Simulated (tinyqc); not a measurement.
What each parameter does: valley splitting of a silicon quantum well in envelope theory.

The well lies at 0 < z < L; U(z) = V0 [1/(1 + exp(z/w)) + 1/(1 + exp((L - z)/w))] - e F z, 1 mV/nm = 1e-4 eV/angstrom. The envelope psi solves -(c/ml) psi'' + U psi = E psi, c = hbar^2/2m0, by three-point differences on a grid of 0.1 angstrom from -40 to L + 40 angstrom. The two valleys at +/- k0 couple through D = C0 times the integral of exp(-i q z) U(z) psi^2, q = 2 k0 (2 pi/a), and split by Ev = 2|D|.

Random alloy: with Y(z) = Yw + (Yb - Yw) B(z), B the bracket in U, and in-plane density exp(-r^2/ad^2)/(pi ad^2), D gains a random complex part of variance sigma^2 = (C0^2/pi)(a^2 V0/(8 ad (Yb - Yw)))^2 (4/a) times the integral of psi^4 Y (1 - Y). Alone it gives a mean splitting sqrt(pi) sigma; together with the smooth part the rms splitting is 2 sqrt(|D|^2 + sigma^2).

Constants: hbar^2/2m0 = 3.80998211 eV angstrom^2.

Values chosen for the exercise (near those of a strained Si well in SiGe; shifted at random, so the results belong to these values and not to a real crystal): L = 30 angstrom (well width); V0 = 0.15 eV (conduction offset); ml = 0.898 m0 (mass along z); w = 0.9 angstrom (interface width parameter); F = 4.4 mV/nm (field pressing towards the upper interface); k0 = 0.839 2 pi/a (valley position); a = 5.431 angstrom (lattice constant); C0 = 0.236 (Bloch overlap factor); Yb = 0.21 (Ge share of the barrier); Yw = 0 (Ge share of the well); ad = 100 angstrom (dot radius).

Orbital spacing, psi^2 at z = L, the smooth splitting and sigma; V0 is held fixed when Yw changes.

Results for these values:
```
case,E2 - E1 (meV),psi^2(L) (1e-3/angstrom),2|D| (micro-eV),sigma (micro-eV)
base,69.77,9.277,5.77,23.2
```

What happens to each result for ad = 140 angstrom, all else kept?

Answer: E2 - E1 does not change at the printed digits; psi^2(L) does not change at the printed digits; 2|D| does not change at the printed digits; sigma falls from 23.2 to 16.6.

The same for each parameter in turn:
```
case,E2 - E1 (meV),psi^2(L) (1e-3/angstrom),2|D| (micro-eV),sigma (micro-eV)
base,69.77,9.277,5.77,23.2
ad = 140 angstrom,69.77,9.277,5.77,16.6
Yw = 0.03,69.77,9.277,5.77,116.0
L = 36 angstrom,55.57,6.686,11.38,16.0
V0 = 0.188 eV,76.43,7.902,8.46,25.2
w = 0.63 angstrom,69.37,9.389,25.94,20.6
F = 6.6 mV/nm,69.80,10.097,8.18,24.0
k0 = 0.819 2 pi/a,69.77,9.277,23.60,23.2
C0 = 0.283,69.77,9.277,6.92,27.9
```

Run: tinyqc, `OMP_NUM_THREADS=1 python tinyqc.py 1250404 1250405 out.jsonl`; Intel(R) Xeon(R) Processor @ 2.30GHz, one thread, shared host; about 0.05 s of CPU time with all checks.
